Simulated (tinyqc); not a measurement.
From a target to a composition: model-solid line-up of a strained alloy layer on a substrate.

Problem. A layer of the alloy is strained to the substrate, and its gap (Ec minus the top valence edge) is given. Find x between 0.08 and 0.97, where the gap is monotonic.

All values of the alloy are linear in x but the gap, Eg(x) = (1 - x) Eg_A + x Eg_B - C x (1 - x), and the valence edge, Ev(x) = (1 - x) Ev_A + x Ev_B + fv C x (1 - x); Ec = Ev + Eg. Ev is the top of the unstrained valence band on a scale common to all materials. In the layer only the Gamma valley of the conduction band is followed, also where an X or L valley would lie lower.

Coherent growth on a (110) face: e_par = (a_s - a)/a, e_perp = -(C11 + 3 C12 - 2 C44)/(C11 + C12 + 2 C44) e_par; exx = eyy = (e_par + e_perp)/2, ezz = e_par, exy = (e_perp - e_par)/2, eyz = ezx = 0.

Strained edges: Ec + ac tr(e); the valence edges are Ev plus the levels of the 6 x 6 matrix of X, Y, Z times spin with -Dso/3 + l exx + m (eyy + ezz) on the diagonal (cyclic), n exy off it, l = av + 2 b, m = av - b, n = sqrt(3) d. Spin-orbit term (Dso/3) L.sigma on X, Y, Z with (L_k)_ij = -i epsilon_kij: <X+|H|Y+> = -i Dso/3, <X+|H|Z-> = Dso/3, <Y+|H|Z-> = -i Dso/3, <Z+|H|X-> = -Dso/3, <Z+|H|Y-> = i Dso/3, <X-|H|Y-> = i Dso/3, and their conjugates; + and - are the spin along z.

Inputs chosen for the exercise (A near AlAs, B near InAs, substrate near InP; shifted at random, so the results belong to these values and not to a real crystal):
```
symbol  value           unit      meaning
a       (5.666, 6.057)  angstrom  lattice constant of A, B
Eg      (3.122, 0.42)   eV        gap at Gamma to the s-like level of A, B
Dso     (0.277, 0.391)  eV        spin-orbit splitting of A, B
Ev      (-1.31, -0.58)  eV        top of the unstrained valence band of A, B
ac      (-5.66, -5.05)  eV        conduction deformation potential of A, B
av      (2.45, 0.99)    eV        valence hydrostatic potential of A, B
b       (-2.29, -1.82)  eV        tetragonal shear potential of A, B
d       (-3.39, -3.6)   eV        trigonal shear potential of A, B
C11     (126.8, 82.4)   GPa       of A, B
C12     (53.7, 45.3)    GPa       of A, B
C44     (54.6, 39.4)    GPa       of A, B
C       0.655           eV        bowing of the gap
fv      0                         share of the bowing taken by the valence edge
a_s     5.865           angstrom  substrate
face    110                       growth face
```

strained gap = 1.512930 eV

Find: x; e_par; gap of the relaxed alloy.

Solution. Bisect on x; the strained gap is 2.3935 eV at x = 0.08 and 0.6225 eV at x = 0.97.

x = 0.540
e_par = -0.207 %
gap of the relaxed alloy = 1.500 eV

tinyqc: `OMP_NUM_THREADS=1 python tinyqc.py 1080159 1080160 out.jsonl`; about 0.02 s, one thread, shared Intel(R) Xeon(R) Processor @ 2.30GHz.
